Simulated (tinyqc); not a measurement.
Koster-Slater impurity in a tight-binding band, by Green functions and by supercells: one step, computed by the program tinyqc.

One orbital per site, e(k) = -2 t sum cos(k_i) over 2 direction(s), band from -4 t to 4 t, lattice constant 1. One site has the extra energy U. Spin is left out.

Problem. The host Green function outside the band. Outside the band G0(E) = (2/(pi E)) K(m), m = 16 t^2/E^2, K the complete elliptic integral with parameter m. A bound state solves 1/U = G0(E). Energies: 0.05, 0.2, 0.5, 1, 2, 4 and 8 t beyond the band edge on the side of U, rounded to four digits.

Inputs (values chosen for the exercise, for a model band): hopping t = 0.32 eV; impurity potential U = -1.55 eV.

Lattice: square.

Give: Scan on the side of U.

Solution.

Scan on the side of U:
```
E (eV)  G0 (1/eV)  1/U - G0 (1/eV)
-1.296     -1.598           0.9532
-1.344     -1.237           0.5923
-1.440     -0.988           0.3431
-1.600     -0.794           0.1487
-1.920     -0.600          -0.0451
-2.560     -0.419          -0.2259
-3.840     -0.268          -0.3770
```

G0 diverges at the band edge, so any U binds a state, exponentially weakly when U is small.
